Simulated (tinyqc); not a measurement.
Inside a calculation: two-band tight binding of a puckered layer. Values are carried at full precision from step to step, so a last printed digit may differ when a step is redone from the rounded ones.

With X = kx ax/2 and Y = ky ay/2: h = t2 + 2 cos(Y) (t1 exp(iX) + t3 exp(-iX)) + t5 exp(2iX), d = 4 t4 cos(X) cos(Y), H = [[d, h], [h*, d]], E = d -/+ |h|.

Constants: hbar^2/2m0 = 3.80998211 eV angstrom^2.

Parameters, chosen for this exercise (near a published set for monolayer black phosphorus; not measured data):
- ax = 4.5 angstrom (period along x (armchair))
- ay = 3.32 angstrom (period along y (zigzag))
- t1 = -1.204 eV (along the zigzag)
- t2 = 3.622 eV (across the pucker)
- t3 = -0.208 eV (second in the sheet)
- t4 = -0.105 eV (same sublattice)
- t5 = -0.052 eV (far across)
- k = (0.2, 0.75) 1/angstrom (wave vector)

## One k point

Form X, Y, h, d and the levels.

X, Y (rad): [0.45000, 1.24500]

h = 2.7758-0.3181i eV
d = -0.1210 eV

levels (eV): [-2.9150, 2.6729]

## Expansion about Gamma

h = h0 + i chi kx + gx kx^2 + gy ky^2 and d = 4 t4 + ex kx^2 + ey ky^2, with h0 = t2 + 2 t1 + 2 t3 + t5, chi = ax (t1 - t3 + t5), gx = -ax^2 ((t1 + t3)/4 + t5/2), gy = -ay^2 (t1 + t3)/4, ex = -t4 ax^2/2, ey = -t4 ay^2/2. The gap is 2 h0.

h0 = 0.7460 eV
gap = 1.4920 eV
chi = -4.7160 eV angstrom

gx, gy, ex, ey (eV angstrom^2): [7.6748, 3.8909, 1.0631, 0.5787]

## Masses

Electrons: c/(ex + gx + chi^2/(2 h0)) along x, c/(ey + gy) along y; holes: the same with -ex and -ey; c = hbar^2/2m0. The coefficients stand in the order gx, gy, ex, ey.

masses (m0), rows electron, hole; columns x, y:
$$\begin{pmatrix}
0.1611 & 0.8524 \\
0.1771 & 1.1503
\end{pmatrix}$$

density-of-states mass sqrt(mx my) (m0): electron 0.3706, hole 0.4513

my/mx: electron 5.29, hole 6.50

Along x the term chi^2/(2 h0) = 14.91 eV angstrom^2 couples the bands and makes both carriers light; along y it is absent.

## Checks

- Electron mass along x against a finite difference of the band: both 0.1611.

Computed by tinyqc, a small Python program: `OMP_NUM_THREADS=1 python tinyqc.py 1450327 1450328 out.jsonl` (the numbers bound the seed that draws the inputs); one thread of a shared host (Intel(R) Xeon(R) Processor @ 2.30GHz), about 0.01 s for the whole set of steps.
